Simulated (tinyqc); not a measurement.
Pi bands of a honeycomb layer in tight binding: one step. H and S at one k. Three cases, with inputs chosen for the exercise.

Question. Form f, w, F and the two matrices.

Lattice vectors a (1,0) and a (1/2, sqrt3/2); f = exp(i ky a/sqrt3) + 2 cos(kx a/2) exp(-i ky a/(2 sqrt3)), w = |f|. H = [[D - t2 F, -t f], [., -D - t2 F]] with F = w^2 - 3, S = [[1, s0 f], [., 1]]; the levels solve det(H - E S) = 0. K = (4 pi/3a, 0), M = (pi/a, pi/(sqrt3 a)); w = 3, 1, 0 at Gamma, M, K.

Case 1.

Values chosen (of the size used for graphene; not measured data):
- a = 2.46 angstrom (lattice constant)
- t = 3.01 eV (nearest hopping)
- t2 = 0 eV (second-neighbour hopping)
- s0 = 0 (overlap of neighbours)
- D = 0.141 eV (+D on A, -D on B)
- k = (0.12, 0.47) 1/angstrom (wave vector)

Case 2.

Values chosen (of the size used for graphene; not measured data):
- a = 2.46 angstrom (lattice constant)
- t = 2.83 eV (nearest hopping)
- t2 = 0.04 eV (second-neighbour hopping)
- s0 = 0 (overlap of neighbours)
- D = 0.025 eV (+D on A, -D on B)
- k = (1.35, 0.71) 1/angstrom (wave vector)

Case 3.

Values chosen (of the size used for graphene; not measured data):
- a = 2.46 angstrom (lattice constant)
- t = 2.91 eV (nearest hopping)
- t2 = 0 eV (second-neighbour hopping)
- s0 = 0 (overlap of neighbours)
- D = 0 eV (+D on A, -D on B)
- k = (0.98, 0.9) 1/angstrom (wave vector)

Give: f; w; F; H; S.

Answer.

Case 1.

f = 2.65444-0.02903i
w = 2.65459
F = 4.04687

H (eV):
```
                 A                B
A           0.1410  -7.9899+0.0874i
B  -7.9899-0.0874i          -0.1410
```

S:
```
         A        B
A  1.00000        0
B        0  1.00000
```

Case 2.

f = 0.37634+0.93254i
w = 1.00561
F = -1.98874

H (eV):
```
                 A                B
A           0.1045  -1.0651-2.6391i
B  -1.0651+2.6391i           0.0545
```

S:
```
         A        B
A  1.00000        0
B        0  1.00000
```

Case 3.

f = 0.86197+0.53124i
w = 1.01252
F = -1.97480

H (eV):
```
                 A                B
A                0  -2.5083-1.5459i
B  -2.5083+1.5459i                0
```

S:
```
         A        B
A  1.00000        0
B        0  1.00000
```

Computed by tinyqc, one run a case: `OMP_NUM_THREADS=1 python tinyqc.py N N+1 out.jsonl` with N = 1450806, 1451035, 1451138; one thread of a shared Intel(R) Xeon(R) Processor @ 2.30GHz, about 0.01 s a run at most.
